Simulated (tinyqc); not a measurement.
Molecular dynamics of a small cluster by velocity Verlet steps: one step, computed by the program tinyqc.

E = sum_(i<j) phi(r_ij), phi(r) = eps [exp(-2 alpha (r - r0)) - 2 exp(-alpha (r - r0))]; the force on i is -sum_j phi'(r_ij) (R_i - R_j)/r_ij.

Question. Step 1. Velocity Verlet: a = c F/M with c = 9.648533212e-3 angstrom/fs^2 per eV/(angstrom u); R(new) = R + v dt + a dt^2/2; v(new) = v + (a + a(new)) dt/2. Kinetic energy K = M v^2/(2c); temperature T = 2K/((3N - 3) k_B), rotation of the cluster included. After each step v is scaled by sqrt(1 + (dt/tau)(T0/T - 1)).

Inputs (values chosen for the exercise, for model atoms):

| quantity | value | unit |
|---|---|---|
| length r0 | 2.34 | angstrom |
| well depth eps | 0.6 | eV |
| stiffness alpha | 1.83 | 1/angstrom |
| atomic mass M | 41.2 | u |
| time step dt | 4.5 | fs |
| target temperature T0 | 500 | K |
| coupling time tau | 500 | fs |

Potential: Morse. Thermostat: Berendsen.

starting positions (angstrom):
```
           x      y      z
atom 1  0.04  -0.01      0
atom 2  2.33  -0.03   0.01
atom 3  1.19   2.05   0.04
atom 4  1.17   0.68   1.97
atom 5  1.17   0.66  -1.89
```

starting velocities (angstrom/fs):
```
               x         y         z
atom 1   0.00024   0.00041     9e-05
atom 2  -0.00034  -0.00078  -0.00156
atom 3  -0.00022   0.00163   0.00125
atom 4  -0.00046  -0.00285   0.00099
atom 5   0.00078   0.00159  -0.00077
```

Constants: 1 eV/(angstrom u) = 9.648533212e-03 angstrom/fs^2; k_B = 8.617333262e-05 eV/K.

Give: positions after step 1; new forces; velocities after step 1; total energy.

Answer.

positions after step 1 (angstrom):
```
            x       y       z
atom 1  0.041  -0.008   0.001
atom 2  2.329  -0.033   0.003
atom 3  1.189   2.057   0.046
atom 4  1.168   0.667   1.973
atom 5  1.174   0.667  -1.893
```

new forces (eV/angstrom):
```
              x        y        z
atom 1  -0.2124   0.0696   0.2078
atom 2   0.1056   0.1642   0.1890
atom 3   0.0257  -0.3753  -0.0269
atom 4   0.0355  -0.0066  -0.4743
atom 5   0.0455   0.1481   0.1043
```

velocities after step 1 (angstrom/fs):
```
                x          y          z
atom 1   0.000013   0.000486   0.000335
atom 2  -0.000230  -0.000636  -0.001406
atom 3  -0.000202   0.001301   0.001248
atom 4  -0.000441  -0.002937   0.000518
atom 5   0.000859   0.001786  -0.000695
```

total energy = -5.404 eV
